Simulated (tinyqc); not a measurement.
Disorder broadening of a semi-elliptic band in the self-consistent Born approximation: two steps of the calculation.

The local Green function is G = g0(z - Sigma) with z = E + i eta and g0(z) = (z - sqrt(z - 2t) sqrt(z + 2t))/(2 t^2), principal roots; the self-energy is Sigma = D G. The density of states is -Im G/pi.

Parameters, values chosen for the exercise: hopping t = 1 eV; variance of the random site energy D = 0.67 eV^2; bare broadening eta = 0.001 eV; energy from the band centre E = 0.287 eV; mixing mix = 0.5.

Constants: q = 1.602176634e-19 C, hbar = 1.054571817e-34 J s. Results are converted to the units shown.

Problem 1. Born step. G = g0(z - Sigma), Sigma(out) = D G, Sigma(new) = Sigma + mix (Sigma(out) - Sigma).

Sigma at the start = 0.0000000+0.0000000i eV

Wanted: G; Sigma(out); Sigma after iteration 1.

Solution 1.

G = 0.14343-0.98915i 1/eV
Sigma(out) = 0.09610-0.66273i eV
Sigma after iteration 1 = 0.04805-0.33137i eV

Sigma(out) of this first step, from Sigma = 0, is the plain (first) Born approximation.

Problem 2. Density of states and lifetime. G = Sigma/D, density of states -Im G/pi, lifetime hbar/(2 |Im Sigma|); without disorder the density of states is -Im g0(z)/pi. Closed form: G = (z - sqrt(z^2 - 4 (t^2 + D)))/(2 (t^2 + D)) with the root that gives Im G < 0; for eta -> 0 a semi-ellipse of half-width 2 sqrt(t^2 + D).

converged Sigma = 0.05754944-0.51505460i eV

Find: density of states; lifetime; density of states without disorder.

Solution 2.

density of states = 0.24470 1/eV
lifetime = 0.63897 fs
density of states without disorder = 0.31486 1/eV

Disorder makes the density of states at this energy 22 % below the clean value.

Range of the model: The self-consistent Born approximation misses band tails from rare fluctuations and localisation.

Program tinyqc, `OMP_NUM_THREADS=1 python tinyqc.py 2720044 2720045 out.jsonl`; Intel Xeon 2.30GHz, shared host, one thread, about 0.01 s.
